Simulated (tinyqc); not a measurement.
# Donor binding, ionisation and the Mott limit: Freeze-out

Hydrogenic donor: Ry = (m0 q^3/(8 eps0^2 h^2)) me/eps_r^2 in eV, E0 = cc Ry, radius a = q/(8 pi eps0 eps_r E0), Mott density Nm = (0.26/a)^3. Below Nm the level sinks as Ed = E0 [1 - (N/Nm)^(1/3)]. Neutrality: Nc F12(eta) = N/(1 + 2 exp(eta + Ed/kB T)), F12(x) = (2/sqrt(pi)) int_0^infinity sqrt(u)/(1 + exp(u - x)) du.

Nc is given at 77 K and scales as T^1.5.

Inputs (values chosen for the exercise); band and dielectric values close to those of gallium arsenide: relative permittivity eps_r = 12.9; mass in the hydrogenic formula, set independently of Nc me = 0.0663 m0; conduction-band density of states at 77 K Nc = 5.68e16 cm^-3; ratio of the true binding energy to the hydrogenic one cc = 1; donor density N = 5.6e13 cm^-3.

Constants: q = 1.602176634e-19 C, kB = 1.380649e-23 J/K, eps0 = 8.8541878128e-12 F/m, h = 6.62607015e-34 J s, m0 = 9.1093837015e-31 kg, Vt = kB T/q. Results are converted to the units shown.

Freeze-out:

| T (K) | eta | n (cm^-3) | ionised (%) | ln(n/T^0.75) |
|---|---|---|---|---|
| 30 | -5.5516 | 5.3538e13 | 95.603 | 29.061 |
| 45 | -6.1296 | 5.5213e13 | 98.594 | 28.787 |
| 60 | -6.5542 | 5.5614e13 | 99.311 | 28.579 |
| 80 | -6.9826 | 5.5798e13 | 99.640 | 28.366 |
| 110 | -7.4586 | 5.5895e13 | 99.813 | 28.129 |
| 150 | -7.9231 | 5.5942e13 | 99.897 | 27.897 |
| 220 | -8.4971 | 5.5971e13 | 99.948 | 27.611 |
| 300 | -8.9622 | 5.5983e13 | 99.969 | 27.378 |
| 400 | -9.3936 | 5.5989e13 | 99.981 | 27.163 |

The ionised share rises from 95.6 to 100 %. Between the first two rows ln(n/T^0.75) has the slope 2.12 meV against q/kB T; deep freeze-out without compensation gives -Ed/2 = -2.30 meV, a limit that these rows do not reach, since a large share is already ionised.

Range of the model: A sharp level with degeneracy 2 overstates freeze-out near Nm, where the impurity band broadens and merges with the conduction band.

tinyqc, about 0.02 s, one thread, Intel Xeon 2.30GHz (shared host): `OMP_NUM_THREADS=1 python tinyqc.py 2330167 2330168 out.jsonl`
